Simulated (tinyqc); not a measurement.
Weibull analysis of times to dielectric breakdown, with area scaling: one step of the calculation.

Breakdown times follow F(t) = 1 - exp(-(t/t63)^beta). The 9 times below were drawn at random from beta = 1, t63 = 45 s and are treated as data; all samples failed.

Task. Likelihood estimate of beta. Maximum likelihood: a(beta) = 1/beta with a = sum t^beta ln t/sum t^beta - mean ln t. Averaged step: beta(new) = [beta + 1/a(beta)]/2.

t, i 1 to 9 (s): 1.69  6.09  19.2  23.2  27  36.9  40.1  55.7  103
beta at the start = 0.88

Wanted: beta after iteration 1.

Result.

beta after iteration 1 = 1.1136

Program tinyqc, `OMP_NUM_THREADS=1 python tinyqc.py 2070016 2070017 out.jsonl`; Intel Xeon 2.30GHz, shared host, one thread, about 0.01 s.
